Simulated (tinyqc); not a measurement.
Silicon n-p-n transistor, Gummel numbers and transit times: one step of the calculation.

One-dimensional n-p-n transistor in the forward active mode at low injection. In the base p(x) = NB exp(-eta x/wb) and ni(x)^2 = ni^2 exp((g0 + g1 x/wb)/Vt); electrons leave the base at vsat; band spikes at the emitter junction and recombination inside the emitter are ignored.

Problem. Gain, Early voltage and collector delay. ni = sqrt(Nc Nv) exp(-Eg/(2 Vt)), Eg in volts; GE = NE exp(-gE/Vt)(we/Dp + 1/Se); JC = J0 exp(VBE/Vt), J0 = q ni^2/GB; gain limited by back injection GE/GB, by base recombination tb/tauB, together 1/beta = the sum of the inverses; collector layer one-sided, Wc = sqrt(2 eps0 eps_r (Vbc + VCB)/(q NC)), Vbc = Vt ln(p(wb) NC/ni^2), Cjc = eps0 eps_r/Wc; Early voltage VA = GB q p(wb)/(f(wb) Cjc [1/Dn - (eta + g1/Vt)/(wb vsat)]), f(wb) = p(wb) exp(-(g0 + g1)/Vt), p(wb) = NB exp(-eta); tauC = Wc/(2 vsat).

Parameters, values chosen for the exercise; band and dielectric values close to those of silicon: temperature T = 300 K; band gap Eg = 1.11 eV; relative permittivity eps_r = 11.6; conduction-band density of states at T Nc = 2.75e19 cm^-3; valence-band density of states at T Nv = 2.64e19 cm^-3; saturation velocity vsat = 9.97e6 cm/s; neutral base width wb = 160 nm; base doping at the emitter edge NB = 1.2e18 cm^-3; doping falls as exp(-eta x/wb) eta = 0; gap reduction at the emitter edge of the base g0 = 0 eV; further gap reduction across the base (linear) g1 = 0 eV; electron diffusion coefficient in the base Dn = 4 cm^2/s; emitter doping NE = 3.6e19 cm^-3; gap reduction in the emitter (negative: wider gap) gE = 0.051 eV; neutral emitter width we = 71 nm; hole diffusion coefficient in the emitter Dp = 2.4 cm^2/s; recombination velocity at the emitter contact Se = 2e5 cm/s; electron lifetime in the base tb = 1e-7 s; collector doping NC = 6.3e15 cm^-3; collector-base reverse bias VCB = 0.6 V.

Constants: q = 1.602176634e-19 C, kB = 1.380649e-23 J/K, Vt = kB T/q, eps0 = 8.8541878128e-14 F/cm where lengths are in cm. Results are converted to the units shown.

GB = 4.9203611e12 s/cm^4
tauB = 33.604814 ps

Give: ni; GE; J0; GE/GB; tb/tauB; beta; Wc; Cjc; VA; tauC.

Solution.

ni = 1.279e10 cm^-3
GE = 3.984e13 s/cm^4
J0 = 5.327e-12 A/cm^2
GE/GB = 8.098
tb/tauB = 2976
beta = 8.076
Wc = 536.3 nm
Cjc = 0.1915 fF/um^2
VA = 164.7 V
tauC = 2.690 ps

The gain is limited more by back injection into the emitter. beta VA = 1330 V.

Range of the model: Heavy doping makes emitter or base degenerate; gE and g0 are to be read as apparent gap changes that include this.

Numbers from tinyqc (`OMP_NUM_THREADS=1 python tinyqc.py 2320018 2320019 out.jsonl`; about 0.01 s on one thread of a shared Intel Xeon 2.30GHz).
